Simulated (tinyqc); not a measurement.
## Well width from the intersubband spacing

Inverse problem. In an empty well of width L and depth Vb, level k solves kw L/2 = (k - 1) pi/2 + arctan(sqrt((mw/mb)(Vb - E)/E)) with kw = sqrt(mw E/C), C = hbar^2/(2 m0). Find L, E1 and E2 from the spacing.

Parameters, values chosen for the exercise; material values close to those of GaN in AlGaN: mass along z in the well mw = 0.201 m0; mass along z in the barriers mb = 0.257 m0; barrier height Vb = 0.399 eV.

Constants: q = 1.602176634e-19 C, hbar = 1.054571817e-34 J s, m0 = 9.1093837015e-31 kg, hbar^2/(2 m0) = 0.0380998212 eV nm^2. Results are converted to the units shown.

E2 - E1 = 36.628352 meV

Answer. Both levels are solved for trial widths until their difference matches. A second level is bound only for L above 2.17 nm, and over that range one width gives this spacing.

L = 10.8 nm
E1 = 12.2 meV
E2 = 48.9 meV

tinyqc, about 0.2 s, one thread, Intel Xeon 2.30GHz (shared host): `OMP_NUM_THREADS=1 python tinyqc.py 2140033 2140034 out.jsonl`
